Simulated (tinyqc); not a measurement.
## Thermal resistances of a two-die stack

Question. Heat leaves through the lower die only, and the system is linear. Find the resistance R1 from the lower die to the coolant, R2 between the dies, and the rise of the upper die when both are powered.

Inputs (values chosen for the exercise): power of the lower die P1 = 30 W; power of the upper die P2 = 5.1 W.

rises of the lower and upper die with only the lower one powered (K): [19.5, 19.5]
rises of the lower and upper die with only the upper one powered (K): [3.315, 3.927]

Solution. With only the lower die powered no heat crosses R2, so both dies rise by P1 R1; the difference in the second test is P2 R2; rises add.

R1 = 0.650 K/W
R2 = 0.120 K/W
rise of the upper die = 23.4 K

Program tinyqc, `OMP_NUM_THREADS=1 python tinyqc.py 2162155 2162156 out.jsonl`; Intel Xeon 2.30GHz, shared host, one thread, about 0.03 s.
